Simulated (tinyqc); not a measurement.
Free and trapped electrons in a MOS channel with a dense trap tail: free and trapped charge against gate voltage.

p-type body, charge-sheet picture, full ionisation (an idealisation for deep acceptors), Boltzmann statistics for free electrons. e = Ec - EF at the surface. Acceptor-like traps of density D(E) = D0 + De exp(-E/Ew) at depth E below Ec, from 0 to Eu, hold n_t = integral of D(E)/(1 + exp((e - E)/Vt)). psi = Eg - Vt ln(Nv/Na) - e; N_dep = sqrt(2 eps0 eps_r Na (psi - Vt)/q); n_f = sqrt(N_dep^2 + 2 eps0 eps_r Vt Nc exp(-e/Vt)/q) - N_dep; Vg = Vfb + psi + q (N_dep + n_t + n_f)/Cox, Cox = eps0 eox/tox.

Free share n_f/(n_f + n_t); swing ln 10 n_f/(dn_f/dVg); field-effect mobility mf q (dn_f/dVg)/Cox, for a constant mf; oxide field q (N_dep + n_t + n_f)/(eps0 eox).

Inputs (values chosen for the exercise); band and dielectric values close to those of 4H silicon carbide:
```
symbol    value         unit                                             meaning
T           300            K                                         temperature
Eg         3.28           eV                                            band gap
eps_r      9.88                                            relative permittivity
Nc      1.69e19        cm^-3              conduction-band density of states at T
Nv      2.54e19        cm^-3                 valence-band density of states at T
eox         3.9                           relative permittivity of the insulator
tox          34           nm                                 insulator thickness
Na       8.1e15        cm^-3                                    acceptor density
Vfb        -2.1            V            flat-band voltage without trapped charge
D0       2.4e10  cm^-2 eV^-1  constant background density of acceptor-like traps
De       6.6e12  cm^-2 eV^-1          density of the tail at the conduction edge
Ew         0.08           eV                            decay energy of the tail
Eu         0.57           eV        depth below Ec down to which the traps reach
mf           75   cm^2/(V s)                          mobility of free electrons
```

Constants: q = 1.602176634e-19 C, kB = 1.380649e-23 J/K, Vt = kB T/q, eps0 = 8.8541878128e-14 F/cm where lengths are in cm. Results are converted to the units shown.

Result of one run:

| Vg (V) | e (eV) | n_f (cm^-2) | n_t (cm^-2) | free share (%) | swing (mV/decade) | field-effect mobility (cm^2/(V s)) | oxide field (MV/cm) |
|---|---|---|---|---|---|---|---|
| 3.3 | 0.03887 | 6.360e11 | 3.487e11 | 64.59 | 2797 | 61.94 | 0.6962 |

What becomes of these results when the gate voltage Vg is changed from 3.3 to 2 V, all else the same?

Result of the changed run:

| Vg (V) | e (eV) | n_f (cm^-2) | n_t (cm^-2) | free share (%) | swing (mV/decade) | field-effect mobility (cm^2/(V s)) | oxide field (MV/cm) |
|---|---|---|---|---|---|---|---|
| 2 | 0.1137 | 5.472e10 | 1.598e11 | 25.51 | 449.5 | 33.16 | 0.3358 |

The whole series:

| Vg (V) | e (eV) | n_f (cm^-2) | n_t (cm^-2) | free share (%) | swing (mV/decade) | field-effect mobility (cm^2/(V s)) | oxide field (MV/cm) |
|---|---|---|---|---|---|---|---|
| 1.3 | 0.4380 | 2.173e5 | 5.388e9 | 0.004033 | 73.88 | 8.015e-4 | 0.2253 |
| 2 | 0.1137 | 5.472e10 | 1.598e11 | 25.51 | 449.5 | 33.16 | 0.3358 |
| 2.7 | 0.06059 | 3.357e11 | 2.843e11 | 54.15 | 1639 | 55.81 | 0.5261 |
| 3.3 | 0.03887 | 6.360e11 | 3.487e11 | 64.59 | 2797 | 61.94 | 0.6962 |
| 4 | 0.02144 | 1.015e12 | 4.005e11 | 71.72 | 4192 | 65.99 | 0.8969 |
| 4.6 | 0.009966 | 1.356e12 | 4.318e11 | 75.85 | 5413 | 68.26 | 1.070 |
| 5.3 | -9.597e-4 | 1.766e12 | 4.581e11 | 79.40 | 6864 | 70.08 | 1.273 |
| 5.9 | -0.008856 | 2.124e12 | 4.744e11 | 81.74 | 8130 | 71.18 | 1.447 |
| 6.6 | -0.01682 | 2.548e12 | 4.885e11 | 83.91 | 9631 | 72.08 | 1.650 |

n_f reaches 1e11 cm^-2 at Vg = 2.14 V, against 1.84 V without traps. The free share rises from 0.00403 to 83.9 % and the field-effect mobility rises from 8.01e-4 to 72.1 cm^2/(V s), although mf = 75 is constant: in the last row 96.1 % of Cox dVg goes into free electrons. The swing in the first row is 73.9 mV a decade (Vt ln 10 = 59.5). For Vg = 3.3, 4, 4.6, 5.3, 5.9, 6.6 EF lies less than 2 Vt below the band edge, or above it, where degeneracy and confinement, left out, matter.

Computed by the program tinyqc: `OMP_NUM_THREADS=1 python tinyqc.py 2222098 2222099 out.jsonl`, one thread of a shared Intel Xeon 2.30GHz, about 0.02 s for the whole run.
